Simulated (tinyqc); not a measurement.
## Conversion gain and read noise from the photon-transfer curve

Question. Temporal variance = CG x mean output + vn^2 (dark signal removed), CG = q As/Cf. Find CG, vn, the read noise in electrons and Cf.

Inputs (values chosen for the exercise): source-follower gain As = 0.85.

Constants: q = 1.602176634e-19 C. Results are converted to the units shown.

temporal variance at mean outputs of 46 and 280 mV (mV^2): 4.825578338  29.33888084

Solution. Poisson statistics make the slope equal to CG; the intercept is vn^2.

CG = 105 uV/electron
vn = 82.0 uV
read noise = 0.783 electrons
Cf = 1.30 fF

tinyqc, about 0.01 s, one thread, Intel Xeon 2.30GHz (shared host): `OMP_NUM_THREADS=1 python tinyqc.py 2630116 2630117 out.jsonl`
